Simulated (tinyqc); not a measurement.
X-ray reflectivity of a thin film on silicon: critical angles, Parratt recursion, fringes and roughness: one step, computed by the program tinyqc. Command: `OMP_NUM_THREADS=1 python tinyqc.py 3120053 3120054 out.jsonl xrr walk`. One thread of a shared host (Intel(R) Xeon(R) Processor @ 2.30GHz), about 0.01 s of CPU time with the checks.

n = 1 - delta + i beta; the classical electron radius is r_e = 2.8179403e-6 nm. Layer 0 is vacuum, 1 the film, 2 the substrate.

Problem. Optical constants. delta = r_e lambda^2 rho_e/(2 pi), rho_e = density x electrons per mass x N_A; critical angle sqrt(2 delta), q_c = 4 sqrt(pi r_e rho_e).

Inputs (values chosen for the exercise, modelled on TaN on silicon, copper K-alpha radiation):
```
quantity                                        value    unit
wavelength lambda                             0.15406      nm
film density rho                                 14.4  g/cm^3
effective electrons per unit mass, film          0.41   mol/g
beta/delta, film                                 0.08       -
substrate density                                2.33  g/cm^3
effective electrons per unit mass, substrate    0.507   mol/g
beta/delta, substrate                           0.023       -
```

Constants: N_A = 6.02214076e+23 1/mol.

Give: the table «Constants» with the columns rho_e (1/nm^3), delta, beta, critical angle (degrees), q_c (1/nm), for layer = film, substrate.

Solution.

Constants:
```
layer      rho_e (1/nm^3)      delta       beta  critical angle (degrees)  q_c (1/nm)
film                 3555  3.785e-05  3.028e-06                    0.4985      0.7097
substrate             711  7.573e-06  1.742e-07                    0.2230      0.3174
```
